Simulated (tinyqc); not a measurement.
Decay across the direct gap: complex band structure along [001] in sp3s* tight binding.

For k = (0, 0, kz) the phase sums are g0 = cos(phi) and g3 = i sin(phi), phi = kz a/4, and the s, pz, s* orbitals of anion (a) and cation (c) decouple from px, py. With z = exp(i phi), H(z) = H0 + z T + T^T/z for any complex z. H0 is diagonal (Esa, Epa, Exa, Esc, Epc, Exc). The anion-cation block is B(z) = z U + W/z and the cation-anion block z W^T + U^T/z, where U has Vss/2 (s,s), Vsapc/2 (s,z), -Vscpa/2 (z,s), Vxx/2 (z,z), Vxapc/2 (s*,z), -Vpaxc/2 (z,s*), and W has the same values with the s-z and s*-z signs reversed. |z| = 1 is a band state, |z| < 1 decays along [001] as exp(-kappa d) over a distance d, kappa = -(4/a) ln|z|. No spin-orbit coupling.

Constants: hbar^2/2m0 = 3.80998211 eV angstrom^2.

Inputs chosen for the exercise (out of a larger set: near a published set for GaSb, fitted to gaps, whose masses and valley positions are rough (light masses up to twice too heavy); not measured data): p = (-7.365, 0.849, -3.904, 2.917, 6.607, 6, -6.187, 1.566, 4.141, 4.986, 4.662, 5.001, 4.264) eV (order Esa, Epa, Esc, Epc, Exa, Exc, Vss, Vxx, Vxy, Vsapc, Vscpa, Vxapc, Vpaxc); a = 6.102 angstrom (lattice constant).

Ev = 0.00643 eV
EG (direct gap) = 0.78352 eV

masses of this model, from the curvature at Gamma (m0): m_lh 0.05334, m_e 0.06568

kappa of the imaginary branch at Gamma against three formulas: parabolic from the valence edge, sqrt(m_lh E/c); parabolic from the conduction edge, sqrt(m_e (EG - E)/c); two-band (Franz), sqrt(m E (1 - E/EG)/c) with m = 2 m_lh m_e/(m_lh + m_e). E from Ev; c = hbar^2/2m0.

kappa (1/angstrom):

| E/EG | E (eV) | tight binding | parabolic, valence | parabolic, conduction | two-band |
|---|---|---|---|---|---|
| 0.05 | 0.0392 | 0.0229 | 0.0234 | 0.1133 | 0.0240 |
| 0.15 | 0.1175 | 0.0379 | 0.0406 | 0.1072 | 0.0393 |
| 0.25 | 0.1959 | 0.0463 | 0.0524 | 0.1007 | 0.0476 |
| 0.35 | 0.2742 | 0.0515 | 0.0620 | 0.0937 | 0.0525 |
| 0.65 | 0.5093 | 0.0531 | 0.0844 | 0.0688 | 0.0525 |
| 0.75 | 0.5876 | 0.0487 | 0.0907 | 0.0581 | 0.0476 |
| 0.85 | 0.6660 | 0.0407 | 0.0966 | 0.0450 | 0.0393 |
| 0.95 | 0.7443 | 0.0252 | 0.1021 | 0.0260 | 0.0240 |

Give the missing row, E/EG = 0.50, E (eV) = 0.3918.

Computed row:
```
E/EG  E (eV)  tight binding  parabolic, valence  parabolic, conduction  two-band
0.50  0.3918         0.0548              0.0741                 0.0822    0.0550
```

The branch joins the light-hole and conduction bands and peaks, among these rows, at E/EG = 0.50 with kappa = 0.0548 1/angstrom. At mid-gap the parabola from the conduction edge is +50 % off and the two-band form +0.5 %; over 5 nm the parabola would misstate exp(-2 kappa d) by a factor 15.5.

Computed by tinyqc, a small Python program: `OMP_NUM_THREADS=1 python tinyqc.py 1450399 1450400 out.jsonl` (the numbers bound the seed that draws the inputs); one thread of a shared host (Intel(R) Xeon(R) Processor @ 2.30GHz), about 0.02 s for the whole set of steps.
